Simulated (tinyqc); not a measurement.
Hubbard ring of 3 sites, step by step. One step of it, computed by the program tinyqc.

Task: Mean-field iteration 1. H(up) = T + U n(down), H(down) = T + U n(up); fill the lowest levels; n(new) = n + mixing (n(out) - n); E = tr T (rho up + rho down) + U sum n_up n_down of the output.

one-body matrix (hopping and site energies) (eV), order 1, 2, 3:
$$\begin{pmatrix}
0.000000 & -1.470000 & -1.470000 \\
-1.470000 & 0.000000 & -1.470000 \\
-1.470000 & -1.470000 & 0.000000
\end{pmatrix}$$

U = 6.000000 eV

electrons, up and down: [2, 1]

mixing = 0.200000

n(up) at the start (a guess, not normalised): 1 0.717000, 2 0.617000, 3 0.717000

n(down) at the start (a guess): 1 0.283000, 2 0.383000, 3 0.283000

Give: levels, up; levels, down; energy; n(up) after iteration 1; n(down) after iteration 1.

Result:

levels, up (eV): [-1.059, 3.168, 3.585]

levels, down (eV): [1.143, 5.391, 5.772]

energy = -0.599 eV

n(up) after iteration 1: 1 0.746, 2 0.549, 3 0.746

n(down) after iteration 1: 1 0.287, 2 0.386, 3 0.287
